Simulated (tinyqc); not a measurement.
Bias-temperature instability, empirical power law with universal recovery: one step of the calculation.

Threshold-voltage shift at the end of a stress: dV = A (V/V0)^g exp[-(Ea q/kB)(1/T - 1/T0)] (t/1 s)^n. After a delay tr the permanent share pp stays and the rest falls by r = 1/(1 + B (tr/t)^be). An empirical model: its parameters are fits, not properties.

Problem. Shift and lifetime at use conditions. The lifetime solves dV = dc; ten years are 3.15576e8 s.

Parameters, values chosen for the exercise: reference stress voltage V0 = 1.2 V; reference temperature T0 = 398 K; shift after 1 s at V0 and T0 A = 6 mV; time exponent n = 0.13; voltage exponent g = 5.9; apparent activation energy of the shift Ea = 0.18 eV; use voltage V = 1 V; use temperature T = 328 K; failure criterion dc = 30 mV.

Constants: q = 1.602176634e-19 C, kB = 1.380649e-23 J/K. Results are converted to the units shown.

Find: voltage factor; temperature factor; shift after ten years; lifetime; largest voltage for ten years.

Solution.

voltage factor = 0.34106
temperature factor = 0.32626
shift after ten years = 8.5002 mV
lifetime = 1.633e5 years
largest voltage for ten years = 1.2383 V

The device passes: the shift at ten years is below dc. A lifetime beyond 100 years is a far extrapolation of the power law. In time the voltage exponent is g/n = 45.4 and the activation energy Ea/n = 1.38 eV.

Computed by the program tinyqc: `OMP_NUM_THREADS=1 python tinyqc.py 2070092 2070093 out.jsonl`, one thread of a shared Intel Xeon 2.30GHz, about 0.01 s for the whole run.
